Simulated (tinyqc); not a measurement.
# From one set of inputs to another, one input at a time

Model: surface photovoltage measurement of the minority-carrier diffusion length in a wafer. Computed by tinyqc, a small Python program. Command: `OMP_NUM_THREADS=1 python tinyqc.py 3130188 3130189 out.jsonl spv ladder`. One thread of a shared host (Intel(R) Xeon(R) Processor @ 2.30GHz), about 0.02 s of CPU time with the checks.

Low injection, steady light, a depletion layer much thinner than 1/alpha and L. The excess density dn is taken at the front edge of the neutral region; light that reaches the back is lost.

The inputs printed are set A. Inputs not listed in the table keep their values of set A, so the rows need not describe a real material.

Inputs (values chosen for the exercise, modelled on p-type silicon at room temperature):
```
quantity                                              value               unit
diffusion length L                                       93         micrometre
wafer thickness W                                       525         micrometre
diffusivity D                                          33.1             cm^2/s
front recombination velocity S_f                      21000               cm/s
back recombination velocity S_b                        3100               cm/s
photon flux entering                                4.3e+13         1/(cm^2 s)
minority density at the surface barrier scale n_0   6.4e+09             1/cm^3
temperature T                                           298                  K
wavelength                                              985                 nm
relative noise of each reading                            1                  %
diffusion length after pair splitting over L           0.82                  -
iron factor C                                      1.06e+16  micrometre^2/cm^3
```

normal deviates g for the noise: -0.83  -1.37  -1.02  2.63  0.06  -1.67  0.20

Constants: k_B = 8.617333262e-05 eV/K.

Method:
- alpha = (84.732/lambda - 76.417)^2 per cm with lambda in micrometre (an empirical fit for silicon between 0.7 and 1.05 micrometre).
- Thick wafer: dn = Phi L/((S_f + D/L)(L + 1/alpha)). Finite wafer, with s = S_b L/D, w = W/L, a = alpha L: dn = [Phi a/(a^2 - 1)] [a - B - exp(-alpha W)(a - s)/(cosh w + s sinh w)]/(S_f + B D/L), B = (sinh w + s cosh w)/(cosh w + s sinh w).
- Photovoltage V = (k_B T/e) ln(1 + dn/n_0). Lifetime = L^2/D.
- Readings y = (Phi/dn) (1 + noise x g) at 780, 830, 880, 920, 950, 975 and 995 nm; a least-squares line y = c (1/alpha + L_app) gives L_app = intercept/slope.
- Splitting iron-boron pairs in boron-doped silicon shortens L; with nothing else changing, [Fe] = C (1/L_after^2 - 1/L^2). It is evaluated with the true lengths and with the apparent ones (without noise), which differ when the wafer is not thick against L.

Each row keeps all changes above it:
```
input moved                                 from       to  apparent length L_app (micrometre)  photovoltage V (mV)  [Fe] from the apparent lengths (1/cm^3)
set A                                          -        -                                92.6                3.055                                5.969e+11
wavelength (nm)                              985      814                                92.6                5.522                                5.969e+11
front recombination velocity S_f (cm/s)    21000    13000                                92.6                7.817                                5.969e+11
back recombination velocity S_b (cm/s)      3100      200                                92.6                7.817                                5.978e+11
wafer thickness W (micrometre)               525      725                                92.6                7.817                                5.971e+11
photon flux entering (1/(cm^2 s))        4.3e+13  2.5e+11                                92.6                0.053                                5.971e+11
diffusivity D (cm^2/s)                      33.1     28.1                                92.6                0.055                                5.971e+11
diffusion length L (micrometre)               93      300                               304.0                0.069                                5.906e+10
```

Apparent length L_app goes from 92.6 to 304, a factor 3.28 in all. The largest single move comes from diffusion length L (a factor 3.28). Photovoltage V goes from 3.06 to 0.0690, a factor 0.0226 in all. The largest single move comes from photon flux entering (a factor 0.00679), and wavelength works against it (a factor 1.81). [Fe] from the apparent lengths goes from 5.97e11 to 5.91e10, a factor 0.0989 in all. The largest single move comes from diffusion length L (a factor 0.0989). The single moves hold for this order of the switches; the total does not depend on the order.

Caution (rows set A, wavelength, front recombination velocity S_f, back recombination velocity S_b, wafer thickness W): dn is not small against n_0, so V is not linear in the flux; the constant-flux reading then needs dn, not V.

Extremes, crossings and ranges named in words are read from the listed rows.
